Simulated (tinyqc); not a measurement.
# Gate voltage for a given inversion charge

Question. p-type body, charge-sheet picture, depletion and inversion only, full ionisation (an idealisation for deep acceptors), Boltzmann statistics (rough once Na exp(x - xn) passes about Nc/7). In units of Vt: xg = (Vg - Vfb)/Vt, x = psi/Vt, G = gamma/sqrt(Vt), xn = (2 phiF + Vc)/Vt. The implicit equation is (xg - x)^2 = G^2 [x - 1 + exp(x - xn)] for x above about 3. Cox = eps0 eox/tox. ni = sqrt(Nc Nv) exp(-Eg/(2 Vt)), Eg in volts; phiF = Vt ln(Na/ni); gamma = sqrt(2 q eps0 eps_r Na)/Cox. N_inv = (Cox Vt G/q) [sqrt(x - 1 + exp(x - xn)) - sqrt(x - 1)]. Find x - xn, psi and Vg.

Inputs (values chosen for the exercise); band and dielectric values close to those of silicon:
- T = 300 K (temperature)
- Eg = 1.14 eV (band gap)
- eps_r = 11.7 (relative permittivity)
- Nc = 2.79e19 cm^-3 (conduction-band density of states at T)
- Nv = 2.69e19 cm^-3 (valence-band density of states at T)
- eox = 3.9 (relative permittivity of the gate insulator (close to silicon dioxide))
- tox = 5.7 nm (insulator thickness)
- Na = 7.1e17 cm^-3 (acceptor density)
- Vfb = -0.32 V (flat-band voltage)
- Vc = 0.2 V (channel-body voltage)

Constants: q = 1.602176634e-19 C, kB = 1.380649e-23 J/K, Vt = kB T/q, eps0 = 8.8541878128e-14 F/cm where lengths are in cm. Results are converted to the units shown.

N_inv = 1.7e10 cm^-2

Solution. N_inv rises steadily with x, so it fixes x; the implicit equation then gives xg directly.

x - xn = -0.7820
psi = 1.131 V
Vg = 1.658 V

Numbers from tinyqc (`OMP_NUM_THREADS=1 python tinyqc.py 2122237 2122238 out.jsonl`; about 0.01 s on one thread of a shared Intel Xeon 2.30GHz).
